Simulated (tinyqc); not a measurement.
A periodic Ge profile (wiggle well): inter-valley coupling by envelope functions against a chain of atomic planes.

Chain: E(phi) = e0 + 2 v cos(phi) + 2 u cos(2 phi), cos(phi0) = -v/(4u), e0 = 2u + v^2/(4u); plane j = 0, 1, ... has the potential V_j = dE x_j + F (j - 30) a/4 (1 MV/m = 1e-4 V/angstrom). There are 30 barrier planes a side; with y = j - 29.5, x_j = xb (f(y) + f(Nw - y)), f(y) = 1/(1 + exp(y/L)), plus any Ge added in the well. The valley splitting is the spacing of the two lowest levels. Envelope theory: F_j solves a one-valley chain with hopping -b and diagonal 2b + V_j, b = 4u sin^2(phi0), sum F_j^2 = 1; the valleys couple by Dv = sum_j F_j^2 V_j exp(-2 i phi0 j) and split by 2|Dv|.

Parameters, chosen for this exercise (near those of the Delta valleys of silicon in a SiGe well; not measured data):
```
symbol  value  unit      meaning
a       5.431  angstrom  lattice constant; planes lie a/4 apart
u       0.608  eV        second-neighbour hopping
v       0.591  eV        nearest hopping
Nw      64               planes in the well
L       1.25   planes    interface width
xb      0.23             Ge fraction of the barriers
dE      0.65   eV        offset per unit Ge fraction
F       8      MV/m      field
xw      0.005            mean Ge fraction of the wiggle
```

periods (planes): pi/phi0 1.72970, pi/(pi - phi0) 2.37043

Added fraction xw (1 - cos(2 pi (j - 30)/p)) on the well planes; p = f times the resonant period pi/(pi - phi0). At resonance the estimate is dE xw.

Against period:
```
f     p (planes)  mean of the doublet (meV)  splitting, chain (micro-eV)  envelope
0.90      2.1334                      31.72                          254       269
0.95      2.2519                      31.69                         1536      1574
0.98      2.3230                      31.71                         2835      2850
0.99      2.3467                      31.73                         3094      3092
1.00      2.3704                      31.73                         3187      3169
1.01      2.3941                      31.73                         3107      3077
1.02      2.4178                      31.72                         2878      2840
1.05      2.4889                      31.69                         1781      1732
1.10      2.6075                      31.71                          507       477
1.50      3.5556                      31.73                           14        13
3.00      7.1113                      31.74                            2         2
```

The splitting peaks at f = 1 with 3.19 meV, against the estimate dE xw = 3.25 meV, and is 0.89 and 0.90 of the value at f = 1 two per cent off to either side: the width of the resonance is set by the number of periods under the envelope. At f = 3 it is 2 micro-eV. The chain has one orbital a plane and knows only this resonance; longer periods that work through other bands are outside it.

(tinyqc, `OMP_NUM_THREADS=1 python tinyqc.py 1481743 1481744 out.jsonl`, Intel(R) Xeon(R) Processor @ 2.30GHz, 1 thread, shared host, about 0.1 s.)
